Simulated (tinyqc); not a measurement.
## Contact resistivity and sheet resistance from two contact lengths

Problem. Rc = [sqrt(rc Rsh)/Wc] coth(Lc/(2 LT)), LT = sqrt(rc/Rsh), Wc = 40 nm; the second contact is twice as long as the first. Find LT, rc and Rsh.

Rc for Lc = 15 and 30 nm (ohm): 209.822641  123.657312

Solution. With t = tanh(Lc/(2 LT)) for the shorter contact, the resistance of the longer over that of the shorter is (1 + t^2)/2. Then sqrt(rc Rsh) = Rc t Wc, and rc and Rsh follow by multiplying and dividing by LT.

LT = 16.63 nm
rc = 5.900e-10 ohm cm^2
Rsh = 213.3 ohm

Numbers from tinyqc (`OMP_NUM_THREADS=1 python tinyqc.py 2170160 2170161 out.jsonl`; about 0.1 s on one thread of a shared Intel Xeon 2.30GHz).
